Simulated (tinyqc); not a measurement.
Electron continuity equation in a given potential, Scharfetter-Gummel discretisation: error of the current against the mesh.

Steady state in one dimension: J = q mu n E + q D dn/dx with E = -dpsi/dx and D = mu Vt, dJ/dx = 0, fixed densities nL and nR at the ends. The potential is given, psi = U (x/L)^2, and is not changed by the electrons.

Fluxes J_i = (q D/h)(n_(i+1) P_i - n_i Q_i), d_i = (psi_(i+1) - psi_i)/Vt: Scharfetter-Gummel P = B(d), Q = B(-d), B(d) = d/(exp(d) - 1); central P = 1 - d/2, Q = 1 + d/2; upwind P = 1 + max(-d, 0), Q = 1 + max(d, 0). Balance at each inner node: J_i - J_(i-1) = 0. The reference is Scharfetter-Gummel on 4000 intervals or more. Errors are those of J on the first interval against the reference at its midpoint; errors under 1e-6 % are printed as 0.

Parameters, values chosen for the exercise; mobility close to that of In0.53Ga0.47As at room temperature:
```
symbol   value        unit                               meaning
T          300           K                           temperature
mu       11200  cm^2/(V s)                     electron mobility
L         0.18          um                  length of the region
nL        2e12       cm^-3                      density at x = 0
nR      3.4e13       cm^-3                      density at x = L
U        -0.21           V  potential difference psi(L) - psi(0)
```

Constants: q = 1.602176634e-19 C, kB = 1.380649e-23 J/K, Vt = kB T/q. Results are converted to the units shown.

The same in every row: reference J (A/cm^2) = 1318.

Error of the current against the mesh:
```
N    largest |d|  SG error (%)  central error (%)  upwind error (%)
5          2.924         -4.65               1.89             -14.5
10         1.543         -1.30              0.505             -7.56
20        0.7920        -0.335              0.126             -3.79
40        0.4011       -0.0844             0.0315             -1.89
80        0.2018       -0.0211            7.88e-3            -0.941
160       0.1012      -5.28e-3            1.98e-3            -0.469
```

From N = 80 to 160 the error shrinks by 4.0 (Scharfetter-Gummel), 4.0 (central), 2.0 (upwind); 4 marks second order and 2 first order. At N = 5 the errors are -4.6, 1.9 and -15 %.

Range of the model: The drift velocity mu E exceeds 1e7 cm/s somewhere, where real mobilities no longer stay constant.

Numbers from tinyqc (`OMP_NUM_THREADS=1 python tinyqc.py 2220028 2220029 out.jsonl`; about 0.01 s on one thread of a shared Intel Xeon 2.30GHz).
